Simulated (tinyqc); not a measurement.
# Implanted layer, carriers, mobility and sheet resistance: effects of single changes

An n-type layer from the surface x = 0 to the junction xj, N(x) = N0 exp(-(x - Rp)^2/(2 sg^2)). Local neutrality (no depletion at surface or junction, no spilling of carriers), intrinsic carriers neglected, full ionisation of active dopants.

Inputs (values chosen for the exercise); values close to those of arsenic in silicon over a p-type background:
```
symbol    value        unit                                 meaning
T           300           K                             temperature
Nb       3.7e17       cm^-3  background doping of the opposite type
N0       2.2e20       cm^-3             peak chemical concentration
m1         51.8  cm^2/(V s)           mobility limit at high doping
m2         1370  cm^2/(V s)  mobility limit at low doping, at 300 K
Nr      9.81e16       cm^-3    reference doping of the mobility law
am        0.702                        exponent of the mobility law
bt          2.5                          temperature exponent of m2
Ns         2e20       cm^-3       solubility limit of active dopant
sg           76          nm                straggle after annealing
Rp           52          nm                         projected range
```

Constants: q = 1.602176634e-19 C. Results are converted to the units shown.

Each table varies one quantity; the others keep the values above.

## Effect of the peak chemical concentration

xj = Rp + sg sqrt(2 ln(N0/Nb)). Active dopant A = min(N, Ns); n = A - Nb; mobility mu = m1 + (m2 (T/300 K)^(-bt) - m1)/(1 + ((A + Nb)/Nr)^am). Dose = integral of N, carrier sheet density = integral of n, 1/Rs = q integral of n mu, mean mobility 1/(q Rs sheet density), Hall mobility (unit Hall factor) = integral of n mu^2 over integral of n mu, Hall sheet density = (integral of n mu)^2/integral of n mu^2; all from 0 to xj. Integrals on 4000 steps.

Result of one run:
```
N0 (cm^-3)	xj (nm)	dose (cm^-2)	carriers (cm^-2)	Rs (ohm/square)	mean mobility (cm^2/(V s))	Rs xj (ohm nm)	Hall/true sheet density
2.1e20	322.7	3.012e15	2.969e15	34.70	60.59	1.120e4	0.9810
```

What becomes of these results when the peak chemical concentration N0 is changed from 2.1e20 to 7.2e18 cm^-3, all else the same?

Result of the changed run:
```
N0 (cm^-3)	xj (nm)	dose (cm^-2)	carriers (cm^-2)	Rs (ohm/square)	mean mobility (cm^2/(V s))	Rs xj (ohm nm)	Hall/true sheet density
7.2e18	237.2	1.023e14	9.350e13	535.0	124.8	1.269e5	0.9653
```

The whole series:
```
N0 (cm^-3)	xj (nm)	dose (cm^-2)	carriers (cm^-2)	Rs (ohm/square)	mean mobility (cm^2/(V s))	Rs xj (ohm nm)	Hall/true sheet density
3.7e18	215.1	5.196e13	4.400e13	906.3	156.5	1.949e5	0.9779
7.2e18	237.2	1.023e14	9.350e13	535.0	124.8	1.269e5	0.9653
1.4e19	256.9	1.999e14	1.904e14	323.5	101.3	8.311e4	0.9572
2.8e19	275.6	4.008e14	3.906e14	189.9	84.16	5.232e4	0.9565
5.4e19	291.9	7.739e14	7.631e14	111.9	73.11	3.266e4	0.9623
1.1e20	308.5	1.577e15	1.566e15	61.13	65.20	1.886e4	0.9722
2.1e20	322.7	3.012e15	2.969e15	34.70	60.59	1.120e4	0.9810
4.1e20	336.6	5.881e15	3.750e15	27.90	59.65	9392	0.9853
8e20	349.8	1.148e16	4.288e15	24.55	59.28	8589	0.9878
```

As N0 goes from 3.7e18 to 8e20, xj rises from 215 to 350 nm, Rs falls from 906 to 24.6 ohm/square, the mean mobility falls from 157 to 59.3 cm^2/(V s) and the share of the dose that conducts goes from 84.7 through a maximum of 99.3 (at N0 = 1.1e20 among the rows listed) to 37.4 %. Rs goes as dose^(-0.78) at the low end and dose^(-0.19) at the high end; constant mobility and activation would give -1. Above N0 = Ns = 2e20 cm^-3 added dopant only widens the clipped top.

## Effect of the straggle after annealing

Same model as above.

Integrals on 4000 steps.

Result of one run:
```
sg (nm)	xj (nm)	dose (cm^-2)	carriers (cm^-2)	Rs (ohm/square)	mean mobility (cm^2/(V s))	Rs xj (ohm nm)	Hall/true sheet density
28	152.1	1.495e15	1.457e15	70.56	60.71	1.073e4	0.9852
```

What becomes of these results when the straggle after annealing sg is changed from 28 to 140 nm, all else the same?

Result of the changed run:
```
sg (nm)	xj (nm)	dose (cm^-2)	carriers (cm^-2)	Rs (ohm/square)	mean mobility (cm^2/(V s))	Rs xj (ohm nm)	Hall/true sheet density
140	552.4	4.977e15	4.798e15	21.39	60.82	1.182e4	0.9789
```

The whole series:
```
sg (nm)	xj (nm)	dose (cm^-2)	carriers (cm^-2)	Rs (ohm/square)	mean mobility (cm^2/(V s))	Rs xj (ohm nm)	Hall/true sheet density
19	119.9	1.044e15	1.018e15	99.93	61.35	1.198e4	0.9812
28	152.1	1.495e15	1.457e15	70.56	60.71	1.073e4	0.9852
42	202.1	2.066e15	2.010e15	51.46	60.34	1.040e4	0.9843
62	273.6	2.732e15	2.650e15	39.02	60.35	1.068e4	0.9825
93	384.4	3.650e15	3.529e15	29.20	60.56	1.123e4	0.9805
140	552.4	4.977e15	4.798e15	21.39	60.82	1.182e4	0.9789
200	766.9	6.644e15	6.409e15	15.96	61.02	1.224e4	0.9777
300	1124	9.407e15	9.094e15	11.22	61.19	1.261e4	0.9767
```

As sg goes from 19 to 300, xj rises from 120 to 1120 nm, Rs falls from 99.9 to 11.2 ohm/square, the mean mobility goes from 61.4 through a minimum of 60.3 (at sg = 42 among the rows listed) to 61.2 cm^2/(V s) and the share of the dose that conducts goes from 97.5 through a minimum of 96.4 (at sg = 140 among the rows listed) to 96.7 %. The peak N0 is held, so the dose changes too. Rs goes as sg^(-0.79) over the table.

tinyqc, about 0.01 s, one thread, Intel Xeon 2.30GHz (shared host): `OMP_NUM_THREADS=1 python tinyqc.py 2110085 2110086 out.jsonl`
